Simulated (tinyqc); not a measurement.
## Segment and feed resistance from two drops

Problem. A rail is fed at one end through Rq; K loads of Ij follow, each after a segment Rs. The drop at load j is K Ij Rq + Rs Ij sum_(l=1..j) (K - l + 1). Find Rs, Rq and the worst drop, at the middle, if the rail were fed through Rq at both ends: K Ij Rq/2 + Rs Ij K^2/8 with the load taken as continuous.

Inputs (values chosen for the exercise):
```
symbol  value  unit                meaning
K          30        number of equal loads
Ij       0.25    mA   current of each load
```

drops at the first and at the last load (mV): 3.3  28.312500

Answer. The difference of the two drops is Rs Ij K (K - 1)/2, which gives Rs; the first drop then gives Rq.

Rs = 0.2300 ohm
Rq = 0.2100 ohm
drop at the middle with two feeds = 7.256 mV

Computed by the program tinyqc: `OMP_NUM_THREADS=1 python tinyqc.py 2770156 2770157 out.jsonl`, one thread of a shared Intel Xeon 2.30GHz, about 0.1 s for the whole run.
